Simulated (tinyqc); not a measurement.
Inside a calculation: core-shell quantum dot (spherical envelope functions). Values are carried at full precision from step to step, so a last printed digit may differ when a step is redone from the rounded ones.

Parabolic bands; strain and other valleys are left out. s states, u = r psi, hard wall at R + H, c = hbar^2/2m0, energies from the band edges of the core. Core: u = sin(k1 r)/k1, k1 = sqrt(m1 E/c). At R, psi and psi'/m are continuous, so u is continuous and its slope in the shell is s = u/R + (m2/m1)(u' - u/R). Shell: u(R + x) = u(R) cos(k2 x) + s sin(k2 x)/k2, k2 = sqrt(m2 (E - V)/c); for negative arguments the functions turn into sinh and cosh. A level has u(R + H) = 0.

Constants: hbar^2/2m0 = 3.80998211 eV angstrom^2; e^2/(4 pi eps0) = 14.39964547 eV angstrom; hc = 1239.841984 eV nm.

Values chosen for the exercise (near those of an InP/GaP core-shell dot; not measured data):
- R = 31 angstrom (core radius)
- H = 21 angstrom (shell thickness)
- Vc = 0.386 eV (conduction edge of the shell above that of the core)
- me1 = 0.082 m0 (electron, core)
- me2 = 0.131 m0 (electron, shell)
- E = 0.229 eV (trial energy of the electron)
- Vv = 0.293 eV (hole barrier of the shell)
- mh1 = 0.44 m0 (hole, core)
- mh2 = 0.496 m0 (hole, shell)
- Eg = 1.339 eV (gap of the core)
- eps = 10.2 (dielectric constant)

## Shooting at a trial energy

Carry the electron solution outwards.

k1^2 = 0.0049286 1/angstrom^2
k2^2 = -0.0053982 1/angstrom^2
u(R) = 11.712 angstrom
s = -1.1351
u(R + H) = -5.840 angstrom

u(R + H) is negative: one node has entered, so the lowest level lies below the trial energy.

## Ground states

Find the lowest root for electron and hole, and the share of u^2 inside the core.

Levels:
```
carrier,E (eV),share in the core
electron,0.2140,0.828
hole,0.0622,0.963
```

The core holds 21 % of the volume. Both carriers sit mainly in the core, as the type I line-up favours.

## Overlap and Coulomb integrals

Overlap = (integral of u_e u_h)^2 with normalised u. Coulomb integrals J_ab = (q/eps) double integral of u_a(r)^2 u_b(s)^2/max(r, s), q = e^2/(4 pi eps0), one eps everywhere. Exciton E = Eg + E_e + E_h - J_eh; first-order biexciton shift J_ee + J_hh - 2 J_eh (positive: repulsive).

Integrate numerically.

overlap = 0.913

J_eh, J_ee, J_hh (meV): 60.2  55.1  67.5

## Exciton and biexciton

Give E, the wavelength hc/E and the biexciton shift.

E = 1.555 eV
wavelength = 797 nm
biexciton shift = 2 meV

At first order the shift is the Coulomb integral of the net charge density with itself and cannot be negative; correlation, left out here, lowers it, and may reverse a shift as small as this.

## Checks

- Level without offset and mass step against c (pi/(R + H))^2/m, eV: both 0.1696.
- J_ee in that case against 1.786 q/(eps (R + H)), meV: both 48.5.

tinyqc: `OMP_NUM_THREADS=1 python tinyqc.py 1251183 1251184 out.jsonl`; about 0.05 s, one thread, shared Intel(R) Xeon(R) Processor @ 2.30GHz.
